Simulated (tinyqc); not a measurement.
Mass anisotropy: shallow donor in an anisotropic valley (effective-mass theory).

One valley: H = -c [(d2/dx2 + d2/dy2)/mt + (d2/dz2)/ml] - q/(eps r), c = hbar^2/2m0, q = e^2/(4 pi eps0). Trial function exp(-sqrt((x^2 + y^2)/a^2 + z^2/b^2)) with a > b: T = (c/3)(2/(mt a^2) + 1/(ml b^2)), V = -(q/eps) atan(u/b)/u, u = sqrt(a^2 - b^2). The central cell of the impurity is left out.

Constants: hbar^2/2m0 = 3.80998211 eV angstrom^2; e^2/(4 pi eps0) = 14.39964547 eV angstrom; Ry = 13.60569312 eV; a0 (Bohr radius) = 0.5291772105 angstrom.

Inputs chosen for the exercise (out of a larger set: near those of Ge; not measured data): mt = 0.084 m0 (transverse mass); eps = 15.3 (dielectric constant); xs = (1.5, 2.4, 2.8, 6.3, 10, 22, 50, 240) (ratios ml/mt).

mt and eps fixed, ml varied. Energies in units of Ry*(mt) = Ry mt/eps^2 and lengths in a*(mt) = a0 eps/mt; the last two columns use one mass, 3/(1/ml + 2/mt) or (ml mt^2)^(1/3).

Results:

| ml/mt | a/a* | b/a | binding | conductivity mass | density-of-states mass |
|---|---|---|---|---|---|
| 1.50 | 0.920 | 0.866 | 1.139 | 1.125 | 1.145 |
| 2.40 | 0.841 | 0.733 | 1.307 | 1.241 | 1.339 |
| 2.80 | 0.818 | 0.694 | 1.364 | 1.273 | 1.409 |
| 6.30 | 0.718 | 0.523 | 1.666 | 1.390 | 1.847 |
| 10.0 | 0.674 | 0.446 | 1.839 | 1.429 | 2.154 |
| 22.0 | 0.613 | 0.340 | 2.123 | 1.467 | 2.802 |
| 50.0 | 0.566 | 0.257 | 2.397 | 1.485 | 3.684 |
| 240 | 0.507 | 0.151 | 2.833 | 1.497 | 6.214 |

What does the comparison show?

The binding grows from 1.14 to 2.83 Ry*(mt); for ml going to infinity the exact problem becomes two-dimensional, with 4 Ry*. The conductivity mass saturates at 1.5 and underbinds, by 17 % at ml/mt = 6.3; the density-of-states mass errs by +11 % there and by +119 % in the last row. With these mt and eps one unit is 4.88 meV.

Run: tinyqc, `OMP_NUM_THREADS=1 python tinyqc.py 1281343 1281344 out.jsonl`; Intel(R) Xeon(R) Processor @ 2.30GHz, one thread, shared host; about 0.01 s of CPU time with all checks.
